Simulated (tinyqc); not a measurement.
ROHF in the 6-311g basis, for H2, spin multiplicity 3, step by step. One step of it, computed by the program tinyqc.

Task: Iteration 3: diagonalisation and new density. Diagonalise F' = X^T F X, C = X C', fill 2 alpha and 0 beta electrons from the bottom; D(s) = C_occ C_occ^T. Each column has its largest component positive (the first on a tie).

extrapolated F (hartree):
```
           1H 1s      1H 2s      1H 3s      2H 1s      2H 2s      2H 3s
1H 1s   0.609724  -0.338300  -0.354990  -0.087483  -0.178174  -0.216182
1H 2s  -0.338300  -0.149882  -0.186390  -0.178174  -0.177718  -0.169839
1H 3s  -0.354990  -0.186390  -0.083002  -0.216182  -0.169839  -0.113222
2H 1s  -0.087483  -0.178174  -0.216182   0.609724  -0.338300  -0.354990
2H 2s  -0.178174  -0.177718  -0.169839  -0.338300  -0.149882  -0.186390
2H 3s  -0.216182  -0.169839  -0.113222  -0.354990  -0.186390  -0.083002
```

X:
```
           1H 1s      1H 2s      1H 3s      2H 1s      2H 2s      2H 3s
1H 1s   1.372495  -0.744432   0.204032   0.021036   0.039436  -0.056492
1H 2s  -0.744432   2.111060  -1.006468   0.039436  -0.222884   0.179796
1H 3s   0.204032  -1.006468   2.045728  -0.056492   0.179796  -0.808287
2H 1s   0.021036   0.039436  -0.056492   1.372495  -0.744432   0.204032
2H 2s   0.039436  -0.222884   0.179796  -0.744432   2.111060  -1.006468
2H 3s  -0.056492   0.179796  -0.808287   0.204032  -1.006468   2.045728
```

Give: F' = X^T F X; orbital energies; coefficients C; D(alpha) after iteration 3; D(beta) after iteration 3.

Result:

F' = X^T F X (hartree):
```
         1        2        3        4        5        6
1   1.6210  -1.2175  -0.0166   0.0801  -0.0406  -0.0972
2  -1.2175   0.9104  -0.3215  -0.0406  -0.1316   0.0266
3  -0.0166  -0.3215   0.2353  -0.0972   0.0266  -0.1020
4   0.0801  -0.0406  -0.0972   1.6210  -1.2175  -0.0166
5  -0.0406  -0.1316   0.0266  -1.2175   0.9104  -0.3215
6  -0.0972   0.0266  -0.1020  -0.0166  -0.3215   0.2353
```

orbital energies (hartree): MO1 -0.3124, MO2 -0.0480, MO3 0.3433, MO4 0.4371, MO5 2.5310, MO6 2.5823

coefficients C:
```
          MO1      MO2      MO3      MO4      MO5      MO6
1H 1s  0.1711   0.1783  -0.0332  -0.0613  -1.1040  -1.0954
1H 2s  0.3502   0.4358  -0.9082  -1.0300   1.5759   1.1939
1H 3s  0.1466   0.5688   0.9461   1.9025  -0.9312  -0.4489
2H 1s  0.1711  -0.1783  -0.0332   0.0613   1.1040  -1.0954
2H 2s  0.3502  -0.4358  -0.9082   1.0300  -1.5759   1.1939
2H 3s  0.1466  -0.5688   0.9461  -1.9025   0.9312  -0.4489
```

D(alpha) after iteration 3:
```
         1H 1s    1H 2s    1H 3s    2H 1s    2H 2s    2H 3s
1H 1s   0.0611   0.1376   0.1265  -0.0025  -0.0178  -0.0763
1H 2s   0.1376   0.3125   0.2992  -0.0178  -0.0673  -0.1965
1H 3s   0.1265   0.2992   0.3450  -0.0763  -0.1965  -0.3020
2H 1s  -0.0025  -0.0178  -0.0763   0.0611   0.1376   0.1265
2H 2s  -0.0178  -0.0673  -0.1965   0.1376   0.3125   0.2992
2H 3s  -0.0763  -0.1965  -0.3020   0.1265   0.2992   0.3450
```

D(beta) after iteration 3:
```
        1H 1s   1H 2s   1H 3s   2H 1s   2H 2s   2H 3s
1H 1s  0.0000  0.0000  0.0000  0.0000  0.0000  0.0000
1H 2s  0.0000  0.0000  0.0000  0.0000  0.0000  0.0000
1H 3s  0.0000  0.0000  0.0000  0.0000  0.0000  0.0000
2H 1s  0.0000  0.0000  0.0000  0.0000  0.0000  0.0000
2H 2s  0.0000  0.0000  0.0000  0.0000  0.0000  0.0000
2H 3s  0.0000  0.0000  0.0000  0.0000  0.0000  0.0000
```
